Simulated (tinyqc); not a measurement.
What moves the results: strain-driven crossing of the Gamma and L valleys in a germanium-like crystal. A value that a table varies takes the place of the one given here.

Biaxial loads: e0 is the in-plane strain e_par and the normal is free. (001): e_perp = -2 (C12/C11) e_par; exx = eyy = e_par, ezz = e_perp, no shear. (111): e_perp = -(2 C11 + 4 C12 - 4 C44)/(C11 + 2 C12 + 4 C44) e_par; exx = eyy = ezz = (2 e_par + e_perp)/3 and exy = eyz = ezx = (e_perp - e_par)/3. (110): e_perp = -(C11 + 3 C12 - 2 C44)/(C11 + C12 + 2 C44) e_par; exx = eyy = (e_par + e_perp)/2, ezz = e_par, exy = (e_perp - e_par)/2, eyz = ezx = 0. Uniaxial loads: a stress along n, scaled so that n.e.n = e0, with exx = s11 sxx + s12 (syy + szz), exy = s44 sxy/2, s11 = (C11 + C12)/((C11 - C12)(C11 + 2 C12)), s12 = -C12/((C11 - C12)(C11 + 2 C12)), s44 = 1/C44.

Edges from the unstrained valence top: Gamma at Eg + ac tr(e); an L valley with unit axis u at EgL + aL tr(e) + XuL (u.e.u - tr(e)/3), u along [111], [1-1-1], [-11-1], [-1-11]; valence edges are the levels of the 6 x 6 matrix of X, Y, Z times spin with -Dso/3 + l exx + m (eyy + ezz) on the diagonal (cyclic), n exy off it, l = av + 2 b, m = av - b, n = sqrt(3) d. Spin-orbit term (Dso/3) L.sigma on X, Y, Z with (L_k)_ij = -i epsilon_kij: <X+|H|Y+> = -i Dso/3, <X+|H|Z-> = Dso/3, <Y+|H|Z-> = -i Dso/3, <Z+|H|X-> = -Dso/3, <Z+|H|Y-> = i Dso/3, <X-|H|Y-> = i Dso/3, and their conjugates; + and - are the spin along z.

Constants: kB = 8.617333262e-05 eV/K.

Values chosen for the exercise (near those of Ge, gaps at low temperature; shifted at random, so the results belong to these values and not to a real crystal): Eg = 0.888 eV (gap at Gamma to the s-like level); EgL = 0.748 eV (gap to L); Dso = 0.29 eV (spin-orbit splitting); ac = -8.37 eV (conduction deformation potential); av = 1.22 eV (valence hydrostatic potential); b = -2.57 eV (tetragonal shear potential); d = -5.4 eV (trigonal shear potential); aL = -1.69 eV (hydrostatic potential of the L edge, Xd + Xu/3); XuL = 16.05 eV (uniaxial potential, L); C11 = 128.6 GPa; C12 = 48.6 GPa; C44 = 65.8 GPa; load = uniaxial [100] (kind of strain); mG = 0.0416 m0 (mass at Gamma); mL = 0.573 m0 (density-of-states mass of the four L valleys together); T = 300 K (temperature); e0 = 0.0345 (size of the strain).

## Which strain makes the gap direct

For tension the difference Gamma minus lowest L is linear in e0; slope per 1 % and the e0 at which it vanishes (a dash: no crossing below 15 %), with the gap there.

Results:

| load | slope (meV per 1 %) | crossing e0 (%) | gap at the crossing (eV) |
|---|---|---|---|
| biaxial (001) | -83.1 | 1.68 | 0.582 |
| biaxial (110) | -24.5 | 5.72 | -0.379 |
| biaxial (111) | 40.4 | - | - |
| uniaxial [100] | -30.2 | 4.64 | 0.535 |
| uniaxial [111] | -3.8 | - | - |
| uniaxial [110] | 15.0 | - | - |

The smallest strain is needed for biaxial (001) (1.68 %), then uniaxial [100] (4.64 %). No crossing below 15 % is found for biaxial (111), uniaxial [111] and uniaxial [110]: shear splits the L valleys and pulls the lowest down nearly as fast as, or faster than, Gamma. Loads without off-diagonal strain, (001) and [100], gain (ac - aL) tr(e) = -67 meV per 1 % of volume. Crossings beyond about 3 % are sensitive to second-order terms, left out here. For uniaxial [111] the slope is a near cancellation, so terms beyond this linear model decide. A gap at or below zero marks a crossing beyond the range of this linear model.

## Sweep of a uniaxial [100] strain

The valence splitting is the distance of the top two edges. Share in Gamma = mG^(3/2)/(mG^(3/2) + (mL^(3/2)/4) sum_i exp(-(E_Li - E_Gamma)/kT)).

Results:

| e0 (%) | direct gap (eV) | indirect gap (eV) | Gamma - L (meV) | valence splitting (meV) | share in Gamma (%) |
|---|---|---|---|---|---|
| 0.00 | 0.888 | 0.748 | 140 | 0 | 0.00870 |
| 0.80 | 0.827 | 0.711 | 116 | 47 | 0.0221 |
| 1.60 | 0.766 | 0.675 | 92 | 84 | 0.0562 |
| 2.40 | 0.705 | 0.638 | 68 | 110 | 0.143 |
| 3.20 | 0.645 | 0.601 | 43 | 127 | 0.362 |
| 4.00 | 0.584 | 0.564 | 19 | 140 | 0.916 |
| 4.80 | 0.523 | 0.528 | -5 | 149 | 2.30 |
| 5.60 | 0.462 | 0.491 | -29 | 155 | 5.64 |

Gamma drops below the lowest L valley between e0 = 4.00 and 4.80 %. The direct gap goes from 0.888 to 0.462 eV; of that change -0.183 eV comes from the rise of the valence top through the shear terms and the rest from the volume. The share in Gamma goes from 0.00870 to 5.64 %. Beyond about 3 % terms of second order in the strain, left out here, matter.

## What each parameter does

Direct gap, Gamma minus the lowest L edge and the valence splitting. Each row changes one parameter from the base and keeps the others.

Results:

| case | direct gap (eV) | Gamma - L (meV) | valence splitting (meV) |
|---|---|---|---|
| base | 0.6256 | 36.0 | 131.8 |
| ac = -7.1145 eV | 0.6452 | 55.5 | 131.8 |
| aL = -1.9435 eV | 0.6256 | 39.9 | 131.8 |
| C12 = 55.89 GPa | 0.6421 | 49.2 | 133.1 |
| C44 = 55.93 GPa | 0.6256 | 36.0 | 131.8 |
| XuL = 18.4575 eV | 0.6256 | 36.0 | 131.8 |
| av = 1.037 eV | 0.6285 | 36.0 | 131.8 |
| e0 = 0.03968 | 0.5863 | 20.3 | 139.5 |

The largest shifts from the base row, up to three for each result and ties (the steps differ in size, so this ranks the rows, not the parameters). direct gap (eV): e0 -0.0394, ac +0.0196, C12 +0.0164; unchanged at the printed digits by aL, C44 and XuL. Gamma - L (meV): ac +19.6, e0 -15.6, C12 +13.2; unchanged at the printed digits by C44, XuL and av. valence splitting (meV): e0 +7.7, C12 +1.3; unchanged at the printed digits by ac, aL, C44, XuL and av.

Program tinyqc; command `OMP_NUM_THREADS=1 python tinyqc.py 1080623 1080624 out.jsonl`; about 0.01 s on one thread of a shared Intel(R) Xeon(R) Processor @ 2.30GHz.
